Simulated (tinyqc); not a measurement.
Thin-body transistor below threshold, two-dimensional Poisson equation on a small mesh: one step of the calculation.

A thin body on a thick buried insulator of low permittivity, taken as carrying no normal field at the bottom of the body (row 0). Mobile charge is neglected (subthreshold), the body is fully depleted, and potentials are counted from the intrinsic level; rows run upward to the gate, columns from source to drain.

Question. Barrier, swing and barrier lowering. The barrier is read along row 0, the path farthest from the gate. Take the node j of lowest psi: barrier Vbi - psi_j; swing Vt ln 10/(d psi_j/dVg); DIBL = (d psi_j/dVd)/(d psi_j/dVg). The derivatives solve the same equations with s = 0 and a unit change of that voltage.

Parameters, values chosen for the exercise:
- T = 300 K (temperature)
- Vbi = 0.46 V (potential of the source)

Constants: q = 1.602176634e-19 C, kB = 1.380649e-23 J/K, Vt = kB T/q. Results are converted to the units shown.

converged psi (V):
```
	j=0	j=1	j=2	j=3	j=4	j=5
row 0	0.4600000	0.1946271	0.1225532	0.1717584	0.4215116	1.1600000
row 1	0.4600000	0.1843501	0.1161052	0.1610960	0.3955274	1.1600000
row 2	0.4600000	0.1520191	0.0976166	0.1302898	0.3131824	1.1600000
row 3	0.0500000	0.0500000	0.0500000	0.0500000	0.0500000	0.0500000
```

d psi/dVg on row 0: j=0 0.00000000, j=1 0.66043505, j=2 0.87216344, j=3 0.87216344, j=4 0.66043505, j=5 0.00000000
d psi/dVd on row 0: j=0 0.0000000, j=1 0.0077221, j=2 0.0287717, j=3 0.0990648, j=4 0.3318429, j=5 1.0000000

Wanted: j; barrier; swing; DIBL.

Answer.

j = 2
barrier = 0.33745 V
swing = 68.251 mV/decade
DIBL = 32.989 mV/V

Computed by the program tinyqc: `OMP_NUM_THREADS=1 python tinyqc.py 2480122 2480123 out.jsonl`, one thread of a shared Intel Xeon 2.30GHz, about 0.1 s for the whole run.
